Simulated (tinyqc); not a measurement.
# Thin film between two gates, subbands and threshold shift from confinement: two studies

Undoped body with a flat potential across it, hard walls, transport along x. One isotropic valley (g = 1, mx = my = mz = me). Non-parabolicity enters the subband edges through E (1 + al E) = gamma, so E = 2 gamma/(1 + sqrt(1 + 4 al gamma)); motion within a subband is taken as parabolic with the band-edge mass. Energies are counted from the bulk band edge.

Inputs (values chosen for the exercise); masses close to those of InAs: temperature T = 400 K; mass at the band edge me = 0.0228 m0; non-parabolicity al = 2.8 1/eV; film thickness (along z) t = 7 nm; widening of the box by penetration into the insulator dl = 0.3 nm; gate capacitance per area of interface Cg = 2.4 uF/cm^2.

Constants: q = 1.602176634e-19 C, kB = 1.380649e-23 J/K, hbar = 1.054571817e-34 J s, m0 = 9.1093837015e-31 kg, Vt = kB T/q, hbar^2/(2 m0) = 0.0380998212 eV nm^2. Results are converted to the units shown.

Each table varies one quantity; the others keep the values above.

## Confinement against the film thickness

gamma = C (pi k/(t + dl))^2/mz, C = hbar^2/(2 m0). Each subband has N_k = g sqrt(mx my) m0 kB T/(pi hbar^2); without degeneracy n = exp(EF/Vt) sum N_k exp(-E_k/Vt). Classical value Nc times t, Nc = sum over valleys of 2 g (m m0 kB T/(2 pi hbar^2))^1.5 with m = (mx my mz)^(1/3). Threshold shift dVT = Vt ln(classical value/sum N_k exp(-E_k/Vt)). With degeneracy n = sum N_k F((EF - E_k)/Vt), F(x) = ln(1 + exp(x)); gate: Vg = EF + q n/(Cg P), P = 2 (both faces), summed over the 60 lowest subbands at most, with Vg counted from the value that would put EF at the bulk band edge of an empty body. The last two columns are for Vg = 0.8 V; sensitivity d(dVT)/dt by central differences between 0.99 and 1.01 times the value.

Confinement against the film thickness:
```
t (nm)	E_1 (meV)	gap to the next edge (meV)	dVT (mV)	sensitivity (mV/nm)	n/P (cm^-2)	share of the lowest subband (%)
3	578.2	724.9	505.6	-205.1	8.022e11	100.0
3.8	439.7	579.0	375.2	-129.2	1.302e12	100.0
4.8	329.7	460.1	273.3	-80.19	1.705e12	99.54
6.1	240.6	360.0	192.4	-47.96	2.230e12	87.68
7.7	173.5	280.4	133.3	-28.22	2.834e12	73.48
9.8	120.8	213.3	88.90	-15.63	3.415e12	62.91
12	87.55	167.0	62.42	-9.160	3.954e12	54.01
16	53.93	114.7	37.75	-4.050	4.701e12	43.79
20	36.33	83.53	26.00	-2.109	5.278e12	37.12
```

What does the table show?

As t grows from 3 to 20 nm, E_1 falls from 578 to 36.3 meV and dVT falls from 506 to 26.0 mV. E_1 goes as t^(-1.16) at the thin end (-2 for a parabolic band without penetration); a thickness error of 0.2 nm moves the threshold by 41 mV in the first row and 0.42 mV in the last. The charge per interface area rises from 8.02e11 to 5.28e12 cm^-2. For t = 7.7, 9.8, 12, 16, 20 the charge in the last two columns would bend the potential across the body noticeably, which is left out.

## Charge and subband filling against gate voltage

Same model as above.

Each subband has N_k = g sqrt(mx my) m0 kB T/(pi hbar^2). Cq = q dn/dEF.

Results:
```
Vg (V)	EF - E_1 (eV)	n (cm^-2)	n/P (cm^-2)	share of the lowest subband (%)	Cq/(Cg P)	total C/(Cg P)
0.05	-0.1490	4.332e9	2.166e9	99.99	0.004167	0.004150
0.17	-0.03242	1.082e11	5.411e10	99.99	0.08927	0.08196
0.3	0.07590	7.577e11	3.788e11	99.95	0.2866	0.2228
0.42	0.1676	1.604e12	8.021e11	99.68	0.3203	0.2426
0.55	0.2646	2.595e12	1.298e12	97.09	0.3832	0.2770
0.68	0.3529	3.844e12	1.922e12	87.42	0.5630	0.3602
0.93	0.5073	6.709e12	3.354e12	72.02	0.6422	0.3911
1.05	0.5796	8.136e12	4.068e12	67.85	0.6877	0.4075
```

Estimate the missing row, Vg = 0.8 V.

Computed row:
```
Vg (V)	EF - E_1 (eV)	n (cm^-2)	n/P (cm^-2)	share of the lowest subband (%)	Cq/(Cg P)	total C/(Cg P)
0.8	0.4277	5.196e12	2.598e12	78.40	0.6261	0.3850
```

With this row back in the table: EF passes E_1 = 0.199 eV at Vg = 0.206 V. The share of the lowest subband falls from 100 to 67.8 % and the total capacitance rises from 0.00415 to 0.407 of Cg P. In the last row 60 % of an added gate voltage goes into raising EF (from the last two rows). For Vg = 0.8, 0.93, 1.05 the charge would bend the potential across the body noticeably, which is left out.

Range of the model: Non-parabolicity also makes carriers heavier within each subband, which is left out, so densities of states are understated at high energy.

Computed by the program tinyqc: `OMP_NUM_THREADS=1 python tinyqc.py 2350096 2350097 out.jsonl`, one thread of a shared Intel Xeon 2.30GHz, about 0.02 s for the whole run.
